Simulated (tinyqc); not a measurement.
# Growing the supercell

Model: Koster-Slater impurity in a tight-binding band, by Green functions and by supercells. Computed by tinyqc, a small Python program. Command: `OMP_NUM_THREADS=1 python tinyqc.py 3014808 3014809 out.jsonl kosterslater sweep`. One thread of a shared host (Intel(R) Xeon(R) Processor @ 2.30GHz), about 0.06 s of CPU time with the checks.

One orbital per site, e(k) = -2 t sum cos(k_i) over 3 direction(s), band from -6 t to 6 t, lattice constant 1. One site has the extra energy U. Spin is left out.

Inputs (values chosen for the exercise, for a model band): hopping t = 1.7 eV; impurity potential U = -11.7 eV.

Lattice: simple cubic.

Method:
- Outside the band G0(E) = (1/pi) int_0^pi dk (2/(pi z)) K(16 t^2/z^2), z = E + 2 t cos k, K the complete elliptic integral with parameter m; 200 Gauss-Legendre points.
- A bound state solves 1/U = G0(E).
- Bisection in ln(distance from the edge) between 1e-5 t and |U| + t. Weight on the impurity site: -1/(U^2 dG0/dE), by a central difference with step min(1e-4 t, distance/30). Decay length along an axis: 1/arccosh(1 + distance/(2 t)).
- In a periodic cell of N sites along each direction with Bloch vector K, the level solves 1/U = N^-d sum_k 1/(E - e(k)), k_i = (2 pi m_i + K_i)/N, m_i = 0..N-1; the outermost root on the side of U is taken (bisection). d is the number of directions. Gamma means K_i = 0, the zone corner K_i = pi, the quarter point K_i = pi/2.
- The error is measured against the isolated level E_b.

One run for each value:

| supercell edge N (sites) | error at Gamma (eV) | width between Gamma and the corner (eV) | level at Gamma (eV) | level at the quarter point (eV) |
|---|---|---|---|---|
| 2 | -1.5274e+00 | 3.1201e+00 | -14.820 | -13.235 |
| 3 | -3.1694e-01 | 5.9757e-01 | -13.610 | -13.290 |
| 4 | -6.5739e-02 | 1.2338e-01 | -13.358 | -13.292 |
| 5 | -1.4099e-02 | 2.6918e-02 | -13.307 | -13.293 |
| 6 | -3.1710e-03 | 6.1567e-03 | -13.296 | -13.293 |
| 8 | -1.7968e-04 | 3.5565e-04 | -13.293 | -13.293 |
| 10 | -1.1191e-05 | 2.2306e-05 | -13.293 | -13.293 |

What does the table show?

Over the rows, error at Gamma (eV) rises from -1.53 to -1.12e-5 (exponent d ln y / d ln x -3.9 between the first rows and -12 between the last); width between Gamma and the corner (eV) falls from 3.12 to 2.23e-5 (exponent d ln y / d ln x -4.1 between the first rows and -12 between the last); level at Gamma (eV) rises from -14.8 to -13.3.

Extremes, crossings and ranges named in words are read from the listed rows.
